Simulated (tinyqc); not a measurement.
Strong pi bonds keep dimers flat: buckled dimers of a reconstructed (001) surface, two dangling bonds a dimer.

In a dimer one atom moves up by z and the other down by z; the dangling bond of the up atom (more s-like) falls by gm z and that of the down atom rises by gm z. With all dimers tilted alike: H(k) = [[-gm z - 2 ta cos k, -tp - 2 tx cos k], [., gm z - 2 ta cos k]], k along the row in 1/a. Two electrons a dimer fill the lowest N of the 2N levels on the mesh k_j = (j + 1/2) pi/N. Total energy a dimer: W(z) = (2/N) sum of the filled levels + kf z^2. Repulsion between electrons is left out.

Values chosen for the exercise (of the size met on Si(001); the results hold for these values, not for the real material):
```
symbol  value  unit           meaning
ta      0.13   eV             coupling between like atoms along the row
tx      0.03   eV             diagonal coupling along the row
gm      1.97   eV/angstrom    shift of a dangling bond with height
kf      7.7    eV/angstrom^2  force constant of buckling
N       16                    k points
```

tp is varied; z minimises W on 0 to 1 angstrom; gap on 201 points; charge moved: the mean of gm z/sqrt((gm z)^2 + h^2) over the mesh, h the off-diagonal element.

Against tp:
```
tp (eV)  z (angstrom)  gain (eV)  gap (eV)  charge moved (e)
0.10           0.2499     0.1709    0.4917             0.977
0.20           0.2343     0.1519    0.4922             0.916
0.30           0.2056     0.0849    0.4928             0.804
0.45           0.1179     0.0065    0.4944             0.461
0.60           0.0000     0.0000    0.6800             0.000
0.80           0.0000     0.0000    1.0800             0.000
1.00           0.0000     0.0000    1.4800             0.000
1.30           0.0000     0.0000    2.0800             0.000
1.60           0.0000     0.0000    2.6800             0.000
```

Dimers buckle for tp up to 0.45 eV among these rows; for an isolated dimer the limit is gm^2/kf = 0.504 eV. While buckled, the splitting, on average over k, stays near 2 gm^2/kf = 1.008 eV whatever tp is, and beyond the limit it follows 2 tp; the gap is smaller by the width of the bands, about 4 ta = 0.52 eV.

Run: tinyqc, `OMP_NUM_THREADS=1 python tinyqc.py 1450821 1450822 out.jsonl`; Intel(R) Xeon(R) Processor @ 2.30GHz, one thread, shared host; about 0.03 s of CPU time with all checks.
